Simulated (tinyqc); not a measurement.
Against voltage: leakage through a gate insulator: direct, Fowler-Nordheim, trap-assisted and Poole-Frenkel currents. Computed by tinyqc, a small Python program. Command: `OMP_NUM_THREADS=1 python tinyqc.py 3026742 3026743 out.jsonl oxideleak walk`. One thread of a shared host (Intel(R) Xeon(R) Processor @ 2.30GHz), about 0.01 s of CPU time with the checks.

Electrons enter from the cathode Fermi level at x = 0; the conduction band of the insulator lies phi_b - e F x above it, F = V/t. WKB exponents use a parabolic band with mass m.

Inputs (values chosen for the exercise, with an insulator like SiO2):

| quantity | value | unit |
|---|---|---|
| thickness t | 3.2 | nm |
| barrier phi_b | 2.97 | eV |
| tunnelling mass m | 0.44 | m_0 |
| static constant eps_ox | 3.81 | - |
| trap depth phi_t | 2.4 | eV |
| trap density N_t | 2.2e+18 | cm^-3 |
| attempt rate nu_0 | 1e+13 | 1/s |
| activation of capture E_a | 0.068 | eV |
| temperature T | 200 | K |

Constants: e = 1.602176634e-19 C; hbar = 1.054571817e-34 J s; hbar^2/(2 m_0) = 3.80998212 eV angstrom^2; k_B = 8.617333262e-05 eV/K.

Method:
- For a level a distance phi(x) below the band, the WKB exponent is 2 int kappa dx with kappa = sqrt(m phi/(hbar^2/2m_0)); for a linear barrier from phi_1 down to phi_2 = max(phi_1 - e F d, 0) it is G = (4/3) sqrt(m/(hbar^2/2m_0)) (phi_1^(3/2) - phi_2^(3/2))/(e F).
- J_tun = e^3 F^2/(16 pi^2 hbar m phi_b) x exp(-G) / [1 - sqrt(phi_2/phi_b)]^2 with the free-electron mass in the cathode (m in m_0), phi_2 = max(phi_b - e V, 0): direct tunnelling for e V < phi_b, Fowler-Nordheim above. Image forces, back-flow and the limit on supply are left out, so J_tun is overstated below about 0.5 V.
- A trap at depth x lies phi_t below the band. Capture: tunnel at the cathode Fermi level from 0 to x (G_in from phi_1 = phi_b), rate nu_0 exp(-G_in - E_c/k_B T) with E_c = E_a + max(phi_b - phi_t - e F x, 0), the last term being the height of the trap above the cathode Fermi level. Emission: tunnel from the trap level to the anode (G_out from phi_1 = phi_t over t - x), rate nu_0 exp(-G_out - E_a/k_B T). Re-emission to the cathode follows from detailed balance, rate_back = rate_in exp(dE/k_B T) with dE = phi_b - phi_t - e F x. Each trap passes R = rate_in rate_out/(rate_in + rate_back + rate_out) electrons per second; filling from the anode is left out.
- J_TAT = e N_t int_0^t R dx by the midpoint rule on 400 intervals; the most effective depth is the midpoint with the largest R, rounded to 0.01 nm.

Currents:

| V (V) | F (MV/cm) | J_tun (A/cm^2) | J_TAT (A/cm^2) | best depth (nm) |
|---|---|---|---|---|
| 0.38 | 1.18750 | 6.8216e-08 | 6.4729e-15 | 1.57 |
| 0.78 | 2.43750 | 2.4434e-07 | 1.2310e-08 | 2.34 |
| 1.17 | 3.65625 | 9.0527e-07 | 2.3496e-05 | 1.56 |
| 1.56 | 4.87500 | 3.6285e-06 | 8.9289e-05 | 1.48 |
| 1.95 | 6.09375 | 1.6051e-05 | 1.4725e-04 | 1.47 |
| 2.34 | 7.31250 | 8.0859e-05 | 2.4164e-04 | 1.45 |
| 2.74 | 8.56250 | 5.1354e-04 | 4.2182e-04 | 1.44 |
| 3.13 | 9.78125 | 5.6897e-03 | 8.1044e-04 | 1.40 |
| 3.52 | 11.00000 | 9.9539e-02 | 2.0827e-03 | 1.36 |

The larger current changes between 0.78 and 1.17 V (to J_TAT) and between 2.34 and 2.74 V (to J_tun). Over the range J_tun grows by 6.2 decades and J_TAT by 11.5. The highest rows may lie beyond breakdown. Below about 0.5 V the formula for J_tun, which has no back-flow, overstates the current.

Extremes, crossings and ranges named in words are read from the listed rows.
